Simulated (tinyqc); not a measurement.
# Worked calculation: conduction-band offset of an n-N heterojunction from carrier-profile moments

Numbers from tinyqc (`OMP_NUM_THREADS=1 python tinyqc.py 2410036 2410037 out.jsonl`; about 0.08 s on one thread of a shared Intel Xeon 2.30GHz). Printed values are rounded.

Layer 1 (x < 0) accumulates electrons and layer 2 (x > 0) is depleted. Boltzmann statistics. The bands bend down by V1 in layer 1 and up by V2 in layer 2, with V1 + V2 = VD = dE + Vt ln[(N2/Nc2)/(N1/Nc1)].

Values chosen for this exercise; values of the order of III-V alloys:
```
symbol   value   unit                                      meaning
T          200      K                                  temperature
eps_r     13.5                relative permittivity of both layers
Nc1     3.3e17  cm^-3  density of states of the narrow-gap layer 1
Nc2     6.5e17  cm^-3    density of states of the wide-gap layer 2
dE        0.24     eV                       conduction-band offset
N1      1.2e16  cm^-3                     donor density in layer 1
N2      1.4e16  cm^-3                     donor density in layer 2
si           0  cm^-2                fixed charge at the interface
```

Constants: q = 1.602176634e-19 C, kB = 1.380649e-23 J/K, Vt = kB T/q, eps0 = 8.8541878128e-14 F/cm where lengths are in cm. Results are converted to the units shown.

Range of the model: The accumulated density at the interface nears Nc1, where degeneracy and quantisation set in.

## Division of the diffusion potential

Sheet densities from the first integral: Q1 = sqrt((2 eps0 eps_r Vt N1/q)(exp(u1) - u1 - 1)) extra electrons, Q2 = sqrt((2 eps0 eps_r Vt N2/q)(exp(-u2) + u2 - 1)) missing ones, u = V/Vt; neutrality Q1 = Q2 + si. Q1 - Q2 rises steadily with V1, so V1 follows by bisection.

VD = 0.230974 V
V1 = 0.0466920 V
V2 = 0.184282 V
Q1 = 1.86803e11 cm^-2
n at x = 0- = 1.80206e17 cm^-3
n at x = 0+ = 3.18005e11 cm^-3

n drops across the interface by 5.67e5 = (Nc1/Nc2) exp(dE/Vt).

## Electron profile

```
left point,-x (nm)
0,0
1,0.757
2,4.59
3,13.2
4,27.8
5,49.7
6,79.8
7,119
8,169
9,229
```

```
right point,x (nm)
0,0
1,19.9
2,48.9
3,82.8
4,120
5,161
6,204
7,249
8,297
9,346
```

Integrate the field q Q(V)/(eps0 eps_r) away from the interface on each side; n = N exp(+/- V/Vt).

```
left point,n in layer 1 (cm^-3)
0,1.80206e17
1,1.62021e17
2,1.03454e17
3,5.29566e16
4,2.82649e16
5,1.80315e16
6,1.40216e16
7,1.25669e16
8,1.21201e16
9,1.20191e16
```

```
right point,n in layer 2 (cm^-3)
0,3.18005e11
1,4.61742e12
2,1.05372e14
3,1.29909e15
4,5.75069e15
5,1.08425e16
6,1.31340e16
7,1.37973e16
8,1.39581e16
9,1.39917e16
```

## Offset from the moments

A C-V profile smears n(x) but keeps its zeroth and first moments: si = -int (N - n) dx, VD = (q/(eps0 eps_r)) int (N - n) x dx, dE = VD - Vt ln[(N2/Nc2)/(N1/Nc1)]. Use the trapezoidal rule on each side.

si = 1.33499e10 cm^-2
VD = 0.229813 V
dE = 0.238839 eV

On these few points dE comes out -1.2 meV from the true 0.24 eV, and si misses by 1.3e10 cm^-2, 7.1 % of Q1.
